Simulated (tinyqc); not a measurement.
## Polarisation charge from two barrier thicknesses

Inverse problem. Voff = phiB - dEc - q sigma d/(eps0 eb). Find sigma, phiB - dEc and the thickness at which Voff = 0.

Constants: q = 1.602176634e-19 C, eps0 = 8.8541878128e-14 F/cm where lengths are in cm. Results are converted to the units shown.

Voff at d = 17 and 37 nm (V): [-4.7162959, -11.090762]
eb = 9.593

Answer. Voff is a straight line in d: its slope is -q sigma/(eps0 eb) and its intercept phiB - dEc.

sigma = 1.690e13 cm^-2
phiB - dEc = 0.7020 V
thickness for Voff = 0 = 2.203 nm

Computed by the program tinyqc: `OMP_NUM_THREADS=1 python tinyqc.py 2180025 2180026 out.jsonl`, one thread of a shared Intel Xeon 2.30GHz, about 0.01 s for the whole run.
